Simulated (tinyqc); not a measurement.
Solid against vapour: precursor delivery by bubblers, mass-transport growth and the solid composition of a III-V alloy. Computed by tinyqc, a small Python program. Command: `OMP_NUM_THREADS=1 python tinyqc.py 3013099 3013100 out.jsonl movpe_thermo walk`. One thread of a shared host (Intel(R) Xeon(R) Processor @ 2.30GHz), about 0.02 s of CPU time with the checks.

1 sccm = 44.615 micromol/min; 1 torr = 133.322 Pa. The sources decompose fully at the surface.

Inputs (values chosen for the exercise, modelled on triethylgallium (source 1) and trimethylindium (source 2) for the vapour pressures): growth temperature T = 910 K; interaction L0 of the solid = 7.18 kJ/mol; exchange energy dG_x of AC + (1/2) D2 -> AD + (1/2) C2 = 17 kJ/mol.

Alloy: mixing on the group-V sites.

Constants: R = 8.314462618 J/(mol K).

Method. At high V/III the group-V pressures at the surface equal those supplied, as dimers: p_D2/p_C2 = x_v/(1 - x_v). Equilibrium of the solid AC(1-x)D(x), A standing for the mix of both group-III metals: ln[x/(1 - x)] + L0 (1 - 2x)/(R T) = -dG_x/(R T) + (1/2) ln[x_v/(1 - x_v)].

Composition:
```
x_v,x,x for L0 = 0,x/x_v
0.02,0.00588,0.01488,0.29392
0.05,0.00947,0.02368,0.18941
0.10,0.01381,0.03404,0.13813
0.25,0.02414,0.05753,0.09657
0.50,0.04249,0.09562,0.08497
0.75,0.07565,0.15479,0.10087
0.90,0.13750,0.24081,0.15277
0.95,0.20998,0.31548,0.22103
0.98,0.36358,0.42533,0.37100
```

What does the comparison show, and why?

dG_x = 17 kJ/mol favours AC: at x_v = 1/2 the ideal solid has x = 0.096. The positive L0 pushes x away from 1/2, to 0.042, and steepens the curve near x = 1/2; at L0 = 2 R T = 15.1 kJ/mol the slope would diverge.
